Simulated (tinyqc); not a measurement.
Band folding and unfolding in a supercell of a chain: one step. Levels and unfolding weights.

A chain with hopping -t and n = 3 sites a supercell. H(K) has v_j on the diagonal, -t between neighbours and -t exp(2 pi i K) on the bond that closes the cell (from the last site to the first of the next cell). The point K holds the n wave vectors k_m = (K + m)/n of the primitive zone, in 2 pi/a, m = 0 to n - 1, with E0 = -2t cos(2 pi k_m). The unfolding weight of a state c on k_m is |sum_j c_j exp(-2 pi i k_m j)|^2/n, j = 0 to n - 1.

Inputs chosen for the exercise: Kq = 0.41 2 pi/(n a) (wave vector in the small zone).

H (eV), lower triangle (Hermitian):
```
                    1          2  3
1            0.720000
2           -0.720000          0
3  0.607916-0.385795i  -0.720000  0
```

Question. Diagonalise and project each state on the k_m.

Give: levels; weights.

Answer.

levels (eV): -0.8093  -0.1853  1.7145

weights:
```
     level 1  level 2  level 3
m=0    0.864    0.124    0.012
m=1    0.003    0.028    0.969
m=2    0.133    0.849    0.018
```

The purest state keeps 96.9 % on one k and the most mixed (level 2) 84.9 %; rows and columns each add to one.

Run: tinyqc, `OMP_NUM_THREADS=1 python tinyqc.py 1450701 1450702 out.jsonl`; Intel(R) Xeon(R) Processor @ 2.30GHz, one thread, shared host; about 0.01 s of CPU time with all checks.
